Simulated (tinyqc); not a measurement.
# Worked calculation: metal gate on a two-layer dielectric stack with fixed charge and a dipole

Program tinyqc, `OMP_NUM_THREADS=1 python tinyqc.py 2010166 2010167 out.jsonl`; Intel Xeon 2.30GHz, shared host, one thread, about 0.01 s. Printed values are rounded.

Gate, layer 2, layer 1, p-type semiconductor; x runs from the gate inwards. Charges are counted in units of +q. psi is the band bending at the surface, positive towards inversion. Classical charge, Boltzmann statistics, no interface traps.

Inputs (values chosen for the exercise); band and dielectric values close to those of silicon, layer 1 close to silicon dioxide, layer 2 close to aluminium oxide: temperature T = 300 K; band gap Eg = 1.11 eV; relative permittivity eps_r = 11.9; conduction-band density of states at T Nc = 2.84e19 cm^-3; valence-band density of states at T Nv = 2.6e19 cm^-3; electron affinity chi = 3.98 eV; acceptor density Na = 1.8e17 cm^-3; work function of the gate metal pM = 4.34 eV; thickness of layer 1, next to the semiconductor t1 = 0.4 nm; relative permittivity of layer 1 e1 = 3.98; thickness of layer 2, next to the gate t2 = 4.7 nm; relative permittivity of layer 2 e2 = 8.89; fixed charge at the semiconductor interface Q1 = 1.2e12 cm^-2; fixed charge between the layers Q2 = 1.6e11 cm^-2; uniform charge density in layer 1 r1 = 0 cm^-3; uniform charge density in layer 2 r2 = 0 cm^-3; flat-band shift by a dipole layer between the layers Vd = 0.44 V; band bending psi of the working point ps = -0.065 V.

Constants: q = 1.602176634e-19 C, kB = 1.380649e-23 J/K, Vt = kB T/q, eps0 = 8.8541878128e-14 F/cm where lengths are in cm. Results are converted to the units shown.

## Equivalent thickness and work-function difference

EOT = 3.9 (t1/e1 + t2/e2), Cox = eps0/(t1/e1 + t2/e2); phi_ms = pM - (chi + Eg - Vt ln(Nv/Na)).

EOT = 2.45383 nm
Cox = 1.40724 uF/cm^2
share of layer 1 in the EOT = 15.9734 %
phi_ms = -0.621441 V

## Flat-band voltage, term by term

EOT = 3.9 (t1/e1 + t2/e2), Cox = eps0/(t1/e1 + t2/e2); phi_ms = pM - (chi + Eg - Vt ln(Nv/Na)). Vfb = phi_ms + Vd - (q/eps0) [Q1 (t1/e1 + t2/e2) + Q2 t2/e2 + r1 (t1^2/(2 e1) + t1 t2/e2) + r2 t2^2/(2 e2)]: each charge counts with its electrical distance from the gate.

terms (V): phi_ms -0.621441, dipole 0.440000, Q1 -0.136623, Q2 -0.015307, r1 0.000000, r2 0.000000
Vfb = -0.333370 V

Apart from phi_ms the largest term is that of dipole, 440 mV; all charges and the dipole together move Vfb by 288 mV.

## Threshold voltage

ni = sqrt(Nc Nv) exp(-Eg/(2 Vt)), Eg in volts, pB = Vt ln(Na/ni), Vth = Vfb + 2 pB + sqrt(4 q eps0 eps_r Na pB)/Cox.

ni = 1.28990e10 cm^-3
pB = 0.425299 V
depletion charge = 0.227361 uC/cm^2
Vth = 0.678794 V

## Charge in the semiconductor

ni = sqrt(Nc Nv) exp(-Eg/(2 Vt)), Eg in volts. Qs = -sign(psi) sqrt(2 q eps0 eps_r Na Vt [exp(-u) + u - 1 + (ni/Na)^2 (exp(u) - u - 1)]), u = psi/Vt.

Qs = 0.117875 uC/cm^2

The surface is accumulated.

## Fields and voltage drops

Gauss: D = -Qs just inside the semiconductor; going towards the gate subtract q Q1, then q r1 t1, q Q2 and q r2 t2. Field = D/(eps0 e); the drop over a layer is its mean field times its thickness; Vg = phi_ms + Vd + psi + both drops.

```
place                        D (uC/cm^2)  field (MV/cm)
layer 2, gate side             -0.335771      -0.426572
layer 2, inner side            -0.335771      -0.426572
layer 1, outer side            -0.310136      -0.880076
layer 1, semiconductor side    -0.310136      -0.880076
semiconductor surface          -0.117875      -0.111873
```

drop over layer 2 = -0.200489 V
drop over layer 1 = -0.0352030 V
Vg = -0.482133 V

The same Vg follows from Vfb + psi - Qs/Cox. The largest field, 0.880 MV/cm in size, is at: layer 1, outer side.
